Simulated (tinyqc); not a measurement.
Double-gate transistor below threshold, two-dimensional Poisson equation on a small mesh: one step of the calculation.

Half of a symmetric double-gate structure: row 0 is the mid-plane of the body, where the normal field vanishes. Mobile charge is neglected (subthreshold), the body is fully depleted, and potentials are counted from the intrinsic level; rows run upward to the gate, columns from source to drain.

Task. Coefficients of the five-point equations. Mesh: rows i = 0..3 in the semiconductor (step hs = tb/3, row 3 on the interface), then 1 step(s) ho = tox/1 up to the gate row 4; columns j = 0..6 (step hy = L/6). Box integration, divided by eps0: up_i = eps hy/h of the interval above row i, dn_i = that of the interval below (0 for row 0), lat_i = (sum of eps h/2 over the intervals above and below)/hy, s_i = -q Na w_i hy/eps0 with w_i the semiconductor height of the box (hs/2 for row 0 and the interface row, hs between, 0 in the insulator). Each free node obeys (up + dn + 2 lat) psi = up psi(above) + dn psi(below) + lat [psi(left) + psi(right)] + s.

Parameters, values chosen for the exercise; semiconductor permittivity close to that of silicon:
- eps_r = 11.7 (relative permittivity of the semiconductor)
- eox = 9 (relative permittivity of the insulator)
- tb = 8 nm (half the body thickness)
- tox = 3.2 nm (insulator thickness)
- L = 60 nm (channel length)
- Na = 2e18 cm^-3 (acceptor density of the depleted body)

Constants: q = 1.602176634e-19 C, eps0 = 8.8541878128e-14 F/cm where lengths are in cm. Results are converted to the units shown.

Find: up; dn; lat; s.

Result.

```
row,up,dn,lat,s (V)
0,43.875,0,1.5600,-0.48254
1,43.875,43.875,3.1200,-0.96507
2,43.875,43.875,3.1200,-0.96507
3,28.125,43.875,3.0000,-0.48254
```

tinyqc, about 0.09 s, one thread, Intel Xeon 2.30GHz (shared host): `OMP_NUM_THREADS=1 python tinyqc.py 2480009 2480010 out.jsonl`
